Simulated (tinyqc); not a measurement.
Surface potential of a MOS transistor: implicit equation and explicit approximations: one step of the calculation.

p-type body, charge-sheet picture, depletion and inversion only, full ionisation (an idealisation for deep acceptors), Boltzmann statistics (rough once Na exp(x - xn) passes about Nc/7). In units of Vt: xg = (Vg - Vfb)/Vt, x = psi/Vt, G = gamma/sqrt(Vt), xn = (2 phiF + Vc)/Vt. The implicit equation is (xg - x)^2 = G^2 [x - 1 + exp(x - xn)] for x above about 3. Cox = eps0 eox/tox.

Problem. New x. D = exp(x - xn), f = (xg - x)^2 - G^2 (x - 1 + D), f' = -2 (xg - x) - G^2 (1 + D), x(new) = x - f/f'.

x after iteration 1 = 58.470000
G = 1.4296884
xn = 40.208175
xg = 70.400743

Give: D; f; f'; x after iteration 2.

Solution.

D = 8.5312e7
f = -1.7438e8
f' = -1.7438e8
x after iteration 2 = 57.470

Computed by the program tinyqc: `OMP_NUM_THREADS=1 python tinyqc.py 2122052 2122053 out.jsonl`, one thread of a shared Intel Xeon 2.30GHz, about 0.01 s for the whole run.
